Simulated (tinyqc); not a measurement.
Single-domain magnet: Stoner-Wohlfarth switching, Neel-Arrhenius retention, LLG dynamics and spin torque: one step, computed by the program tinyqc.

The moment is uniform, with unit vector m; z is the easy axis. mu_0 = 1.25663706212e-6 T m/A, gamma = 1.76085963023e11 rad/(s T).

Question. Retention at zero field. Delta = K_eff V/(k_B T); tau = exp(Delta)/f0; probability of a flip within t_w: P = 1 - exp(-t_w/tau). Wall width parameter sqrt(A/K_eff); a two-domain state costs 4 sqrt(A K_eff) times the cross-section that the wall cuts (d t).

Inputs (values chosen for the exercise, for a model magnet):

| quantity | value | unit |
|---|---|---|
| diameter d | 50 | nm |
| thickness t | 2.1 | nm |
| exchange stiffness A | 26 | pJ/m |
| temperature T | 398 | K |
| attempt frequency f0 | 1 | GHz |
| waiting time t_w | 1 | s |

Shape: thin disc, easy axis normal to it.

K_eff = 85.56470 kJ/m^3

volume V = 4123.340 nm^3

Constants: k_B = 1.380649e-23 J/K.

Give: stability factor Delta; log10 of tau in s; probability of a flip; wall parameter; barrier of the wall path / k_B T.

Answer.

stability factor Delta = 64.206

log10 of tau in s = 18.884

probability of a flip = 1.3049e-19

wall parameter = 17.432 nm

barrier of the wall path / k_B T = 114.00

Ten years (3.15e8 s) need Delta > 40.3 for tau alone; this element has 64.2. Coherent rotation is the cheaper path. Caution: a flat cylinder has a smaller N_z than the spheroid of the same t/d, so K_eff of a real disc is larger.
